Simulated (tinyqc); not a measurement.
Comparisons within one model: conduction-band anticrossing with a localised impurity level. A value that a table varies takes the place of the one given here.

Host conduction band EM(k) = Eg - al x + c k^2/mM, c = hbar^2/2m0, coupled to a flat level EI by V = C sqrt(x): H = [[EM, V], [V, EI]], E+/- = (EM + EI)/2 +/- sqrt((EM - EI)^2/4 + V^2). The host weight of a state at E is f = 1/(1 + V^2/(E - EI)^2), and its mass at k = 0 is mM/f. The gap is E-(0), the valence top staying at 0.

Constants: hbar^2/2m0 = 3.80998211 eV angstrom^2.

Values chosen for the exercise (host near GaAs; not measured data):

| symbol | value | unit | meaning |
|---|---|---|---|
| Eg | 1.522 | eV | gap at Gamma to the s-like level |
| mM | 0.0657 | m0 | mass of the host band |
| EI | 1.82 | eV | impurity level, from the valence top of the host |
| C | 2.18 | eV | coupling |
| al | 1.96 | eV | linear shift of the host edge |
| x | 0.0057 |  | impurity fraction |
| aM | 111 | meV/GPa | pressure coefficient of the host edge |
| aI | 21 | meV/GPa | pressure coefficient of the level |

## Impurity fraction

The last column is the bowing that a quadratic law would need at that x, (Eg - gap)/(x (1 - x)), with equal end gaps.

Results:

| x (%) | E- (eV) | E+ (eV) | gap (eV) | host weight of E- | mass of E- | bowing (eV) |
|---|---|---|---|---|---|---|
| 0.1 | 1.5050 | 1.8351 | 1.5050 | 0.954 | 0.0688 | 17.1 |
| 0.2 | 1.4893 | 1.8487 | 1.4893 | 0.920 | 0.0714 | 16.4 |
| 0.5 | 1.4483 | 1.8839 | 1.4483 | 0.853 | 0.0770 | 14.8 |
| 1.0 | 1.3915 | 1.9309 | 1.3915 | 0.794 | 0.0827 | 13.2 |
| 2.0 | 1.3000 | 2.0028 | 1.3000 | 0.740 | 0.0888 | 11.3 |
| 3.0 | 1.2240 | 2.0592 | 1.2240 | 0.714 | 0.0921 | 10.2 |
| 5.0 | 1.0959 | 2.1481 | 1.0959 | 0.688 | 0.0955 | 9.0 |
| 8.0 | 0.9354 | 2.2498 | 0.9354 | 0.673 | 0.0976 | 8.0 |

The apparent bowing falls from 17.1 to 8.0 eV, so no single constant describes the gap: the part from the coupling goes as x while V is small against |EM - EI| and as sqrt(x) beyond (V = |Eg - EI| near x = 1.87 %), with the linear term al x on top; the fall of the gap goes as the power 0.94 of x between the first two rows and 0.68 between the last two. The mass of E- goes from 0.0688 to 0.0976, higher although the gap falls, against the usual k.p trend; with al = 0 the weight tends to 1/2 at large x.

## Pressure

Eg and EI move linearly with pressure; V is kept. The slope of E- is f aM + (1 - f) aI.

Results:

| P (GPa) | EM (eV) | EI (eV) | E- (eV) | E+ (eV) | host weight of E- | slope of E- (meV/GPa) |
|---|---|---|---|---|---|---|
| 0 | 1.5108 | 1.8200 | 1.4396 | 1.8912 | 0.842 | 96.8 |
| 1 | 1.6218 | 1.8410 | 1.5337 | 1.9291 | 0.777 | 90.9 |
| 2 | 1.7328 | 1.8620 | 1.6206 | 1.9742 | 0.683 | 82.4 |
| 3 | 1.8438 | 1.8830 | 1.6977 | 2.0292 | 0.559 | 71.3 |
| 4 | 1.9548 | 1.9040 | 1.7629 | 2.0960 | 0.424 | 59.1 |
| 5 | 2.0658 | 1.9250 | 1.8164 | 2.1744 | 0.303 | 48.3 |
| 6 | 2.1768 | 1.9460 | 1.8604 | 2.2624 | 0.213 | 40.2 |
| 7 | 2.2878 | 1.9670 | 1.8976 | 2.3572 | 0.151 | 34.6 |
| 8 | 2.3988 | 1.9880 | 1.9302 | 2.4566 | 0.110 | 30.9 |

The unmixed levels cross at 3.44 GPa, where E+ - E- has its minimum 2V = 0.329 eV and the weights are 1/2. The slope of E- falls from 97 to 31 meV/GPa, between the limits aM = 111 and aI = 21, as the state turns impurity-like. The X valleys, which pass below the Gamma edge of the host at high pressure, are left out.

## What each parameter does

At k = 0. Each row changes one parameter from the base and keeps the others.

Results:

| case | E- (eV) | E+ (eV) | gap (eV) | mass (m0) |
|---|---|---|---|---|
| base | 1.4396 | 1.8912 | 1.4396 | 0.0780 |
| EI = 1.87 eV | 1.4468 | 1.9340 | 1.4468 | 0.0756 |
| al = 2.46 eV | 1.4372 | 1.8908 | 1.4372 | 0.0778 |
| Eg = 1.572 eV | 1.4809 | 1.8999 | 1.4809 | 0.0812 |
| C = 1.853 eV | 1.4569 | 1.8739 | 1.4569 | 0.0755 |
| x = 0.00656 | 1.4293 | 1.8998 | 1.4293 | 0.0791 |
| mM = 0.07555 m0 | 1.4396 | 1.8912 | 1.4396 | 0.0897 |

The largest shifts from the base row, up to three for each result and ties (the steps differ in size, so this ranks the rows, not the parameters). E- (eV): Eg +0.0413, C +0.0173, x -0.0103; unchanged at the printed digits by mM. E+ (eV): EI +0.0428, C -0.0173, Eg +0.0087; unchanged at the printed digits by mM. gap (eV): Eg +0.0413, C +0.0173, x -0.0103; unchanged at the printed digits by mM. mass (m0): mM +0.0117, Eg +0.0032, C -0.0025.

Run: tinyqc, `OMP_NUM_THREADS=1 python tinyqc.py 1050728 1050729 out.jsonl`; Intel(R) Xeon(R) Processor @ 2.30GHz, one thread, shared host; about 0.01 s of CPU time with all checks.
